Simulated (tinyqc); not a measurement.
Two-mode optical phonons of a ternary alloy from two coupled oscillators: one step, computed by the program tinyqc. Command: `OMP_NUM_THREADS=1 python tinyqc.py 3010273 3010274 out.jsonl twomode walk`. One thread of a shared host (Intel(R) Xeon(R) Processor @ 2.30GHz), about 0.01 s of CPU time with the checks.

An alloy A(x)B(1-x)C has an A-C and a B-C bond oscillator. Each TO frequency moves linearly from the impurity mode (dilute end) to the TO of the pure crystal; each strength is proportional to the number of bonds.

Task: Share of the polar coupling. eps(omega) = eps_inf + W_1/(omega_1^2 - omega^2) + W_2/(omega_2^2 - omega^2) = 0 is the eigenproblem of the matrix [[omega_1^2 + W_1/eps_inf, sqrt(W_1 W_2)/eps_inf], [sqrt(W_1 W_2)/eps_inf, omega_2^2 + W_2/eps_inf]] for omega_LO^2. The polar coupling of mode j is c_j = (u_j . sqrt(W))^2/(eps_inf^2 omega_j^2), u_j its eigenvector and omega_j here its LO frequency; the c_j add up to 1/eps_inf - 1/eps_s. Froehlich constant alpha_j = (e^2/(4 pi eps_0)) c_j k_j/(2 E_j), E_j = h c omega_j, k_j = sqrt(m* E_j/(hbar^2/(2 m_0))).

Inputs (values chosen for the exercise, for a model alloy): electron mass m* = 0.11 m_0.

omega_1 (A-C, TO) = 854.72 1/cm

omega_2 (B-C, TO) = 465.69 1/cm

eps_inf = 9.6508

W_1 = 108437.3 1/cm^2

W_2 = 820191.4 1/cm^2

Constants: e^2/(4 pi eps_0) = 14.39964548 eV angstrom; hbar^2/(2 m_0) = 3.80998212 eV angstrom^2; 1 THz = 33.35640952 1/cm; h x 1 THz = 4.135667696 meV.

Give: c_j, lower and upper mode; share of the upper mode; alpha_j, lower and upper mode.

Result:

c_j, lower and upper mode: 0.027774  0.0022137

share of the upper mode = 0.073822

alpha_j, lower and upper mode: 0.13042  0.0082816
